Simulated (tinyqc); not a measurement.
## Implanted layer, carriers, mobility and sheet resistance: effect of the temperature

An n-type layer from the surface x = 0 to the junction xj, N(x) = N0 exp(-(x - Rp)^2/(2 sg^2)). Local neutrality (no depletion at surface or junction, no spilling of carriers), intrinsic carriers neglected, full ionisation of active dopants.

xj = Rp + sg sqrt(2 ln(N0/Nb)). Active dopant A = min(N, Ns); n = A - Nb; mobility mu = m1 + (m2 (T/300 K)^(-bt) - m1)/(1 + ((A + Nb)/Nr)^am). Dose = integral of N, carrier sheet density = integral of n, 1/Rs = q integral of n mu, mean mobility 1/(q Rs sheet density), Hall mobility (unit Hall factor) = integral of n mu^2 over integral of n mu, Hall sheet density = (integral of n mu)^2/integral of n mu^2; all from 0 to xj. Integrals on 4000 steps.

Inputs (values chosen for the exercise); values close to those of arsenic in silicon over a p-type background:
```
symbol    value        unit                                 meaning
Nb         4e15       cm^-3  background doping of the opposite type
N0       2.2e18       cm^-3             peak chemical concentration
m1         50.6  cm^2/(V s)           mobility limit at high doping
m2         1420  cm^2/(V s)  mobility limit at low doping, at 300 K
Nr      9.96e16       cm^-3    reference doping of the mobility law
am        0.683                        exponent of the mobility law
bt          2.5                          temperature exponent of m2
Ns      1.95e20       cm^-3       solubility limit of active dopant
sg          140          nm                straggle after annealing
Rp          110          nm                         projected range
```

Constants: q = 1.602176634e-19 C. Results are converted to the units shown.

The same in every row: xj (nm) = 607.3; dose (cm^-2) = 6.051e13; carriers (cm^-2) = 6.027e13.

Effect of the temperature:

| T (K) | Rs (ohm/square) | mean mobility (cm^2/(V s)) | Rs xj (ohm nm) | Hall/true sheet density |
|---|---|---|---|---|
| 150 | 89.44 | 1158 | 5.432e4 | 0.8345 |
| 200 | 176.6 | 586.4 | 1.073e5 | 0.8467 |
| 250 | 292.3 | 354.3 | 1.775e5 | 0.8626 |
| 300 | 430.5 | 240.6 | 2.615e5 | 0.8809 |
| 350 | 583.2 | 177.6 | 3.542e5 | 0.9002 |
| 400 | 742.2 | 139.5 | 4.508e5 | 0.9191 |
| 450 | 900.1 | 115.1 | 5.466e5 | 0.9363 |
| 500 | 1051 | 98.51 | 6.385e5 | 0.9512 |

As T goes from 150 to 500, xj stays at 607 nm, Rs rises from 89.4 to 1050 ohm/square, the mean mobility falls from 1160 to 98.5 cm^2/(V s) and the share of the dose that conducts stays at 99.6 %.

Numbers from tinyqc (`OMP_NUM_THREADS=1 python tinyqc.py 2110094 2110095 out.jsonl`; about 0.01 s on one thread of a shared Intel Xeon 2.30GHz).
